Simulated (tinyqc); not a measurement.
What moves the results: donors with valley-orbit split 1s states. A value that a table varies takes the place of the one given here.

Each donor binds at most one electron, in any of its states. For a site s, W_s = sum over its states of g exp(E/kT), and the ionised share is 1/(1 + W_s exp(eta)), eta = (EF - Ec)/kT; n = Nc F_1/2(eta); neutrality n + NA = ND x (mean ionised share); holes are neglected. Nc from N = 2 (m kB T/(4 pi c))^(3/2) with c = hbar^2/2m0, in 1/angstrom^3; times 1e24 for 1/cm^3, m = md. F_j(eta) = (1/Gamma(j + 1)) integral_0^infinity x^j dx/(1 + exp(x - eta)), which tends to exp(eta) for eta << 0.

Mobility (Caughey-Thomas form): mu = mu0 + (mu1 (T/300)^(-ga) - mu0)/(1 + ((ND + NA)/Nr)^de); rho = 1/(e n mu), e = 1.602176634e-19 C.

Constants: hbar^2/2m0 = 3.80998211 eV angstrom^2; kB = 8.617333262e-05 eV/K.

Inputs chosen for the exercise (near those of P in Si; the results hold for these values, not for the real material): md = 1.085 m0 (density-of-states mass of the conduction band); E = (45.2, 33.2, 32.8) meV (binding energies of 1s(A1), 1s(T2), 1s(E)); g = (2, 6, 4) (their degeneracies with spin); ND = 7.8e+15 1/cm^3 (donors); NA = 0 1/cm^3 (compensating acceptors, all ionised); T = 250 K; mu0 = 64 cm^2/(V s) (mobility at heavy doping); mu1 = 1450 cm^2/(V s) (mobility at light doping and 300 K); Nr = 8.9e+16 1/cm^3 (reference doping); de = 0.72 (doping exponent); ga = 2.3 (temperature exponent).

## What the excited states change

The last columns keep only the ground state of each site (g = 2).

Results:
```
T (K),effective degeneracy,eta,n (1/cm^3),"n, ground states only",ratio
40,2.29,-9.57,9.67e+13,1.04e+14,0.934
60,2.95,-7.87,9.68e+14,1.16e+15,0.835
80,3.71,-7.26,2.75e+15,3.47e+15,0.792
110,4.77,-7.08,5.30e+15,6.31e+15,0.839
150,5.90,-7.28,6.88e+15,7.44e+15,0.925
200,6.94,-7.64,7.46e+15,7.69e+15,0.969
250,7.69,-7.95,7.63e+15,7.75e+15,0.984
300,8.25,-8.21,7.70e+15,7.78e+15,0.990
400,9.03,-8.64,7.75e+15,7.79e+15,0.995
500,9.54,-8.97,7.77e+15,7.79e+15,0.997
```

The effective degeneracy grows from 2.29 to 9.54. Excited states hold electrons back, so the ratio is never above 1; it is lowest, 0.792, at 80 K of those listed, and 0.990 at 300 K. At low T the excited states empty out, and at high T more donors are ionised (n is 100 % of ND - NA in the last row), so the effect is largest in between.

## Ionisation and resistivity against doping

NA = 0.

Results:
```
ND (1/cm^3),n (1/cm^3),n/ND,mu (cm^2/(V s)),rho (ohm cm),rho at full ionisation
1.0e+14,1.00e+14,1.000,2189,28.5,28.5
1.0e+15,9.97e+14,0.997,2124,2.95,2.94
1.0e+16,9.73e+15,0.973,1838,0.349,0.340
3.0e+16,2.78e+16,0.925,1534,0.147,0.136
1.0e+17,8.09e+16,0.809,1090,0.0708,0.0573
3.0e+17,1.92e+17,0.641,694,0.0468,0.0300
1.0e+18,4.38e+17,0.438,383,0.0372,0.0163
2.0e+18,6.72e+17,0.336,270,0.0344,0.0116
```

From 1e16 to 1e18 1/cm^3 rho falls by a factor 9.4, not 100: the mobility takes a factor 4.80 and incomplete ionisation 2.22. n/ND is below 0.9 from 1e+17 1/cm^3 on. From a few times 1e18 1/cm^3 on, depending on the dopant, the levels merge with the band, and already below that screening lowers the binding energy, so the last rows understate n.

## Compensation sets the slope of the freeze-out

NA = K ND. The slope energy is -d ln(n T^(-p))/d(1/kT) between 30 and 36 K, with p = 3/4 for K = 0 and p = 3/2 otherwise.

Results:
```
K,n(30 K) (1/cm^3),n(36 K) (1/cm^3),slope energy (meV)
0,9.23e+12,4.42e+13,22.17
0.0010,6.12e+12,4.05e+13,25.06
0.010,1.07e+12,1.98e+13,41.08
0.050,2.08e+11,4.73e+12,44.23
0.20,4.38e+10,1.01e+12,44.41
0.50,1.09e+10,2.52e+11,44.42
```

Without acceptors the slope is 22.17 meV, against half the ground-state energy, 22.60; with K = 0.05 it is 44.23 meV, against the full 45.2. The full energy (less a few meV where excited levels lie within a few kT) shows where n is far below NA, since the acceptors then hold EF near the donor level: n(36 K)/NA is 5.2 for K = 0.001 and 0.012 for K = 0.05; for K = 0.001 the sample is still in or near the uncompensated regime, where p = 3/2 is the wrong power, so that slope means little.

## What moves the carrier density

All results formed anew. Each row changes one parameter from the base and keeps the others.

Results:
```
case,eta,n (1/cm^3),rho (ohm cm)
base,-7.947,7.631e+15,0.4330
"E = (50.2, 33.2, 32.8) meV",-7.948,7.620e+15,0.4336
md = 1.194 m0,-8.088,7.653e+15,0.4317
ND = 1.56e+16 1/cm^3,-7.274,1.495e+16,0.2413
NA = 7.8e+14 1/cm^3,-8.052,6.867e+15,0.4860
T = 280 K,-8.111,7.679e+15,0.5575
Nr = 1.78e+17 1/cm^3,-7.947,7.631e+15,0.4086
```

The largest shifts from the base row, up to three for each result and ties (the steps differ in size, so this ranks the rows, not the parameters). eta: ND +0.673, T -0.164, md -0.141; unchanged at the printed digits by Nr. n (1/cm^3): ND +7.32e+15, NA -7.63e+14, T +4.84e+13; unchanged at the printed digits by Nr. rho (ohm cm): ND -0.192, T +0.125, NA +0.0530.

Run: tinyqc, `OMP_NUM_THREADS=1 python tinyqc.py 1681238 1681239 out.jsonl`; Intel(R) Xeon(R) Processor @ 2.30GHz, one thread, shared host; about 0.01 s of CPU time with all checks.
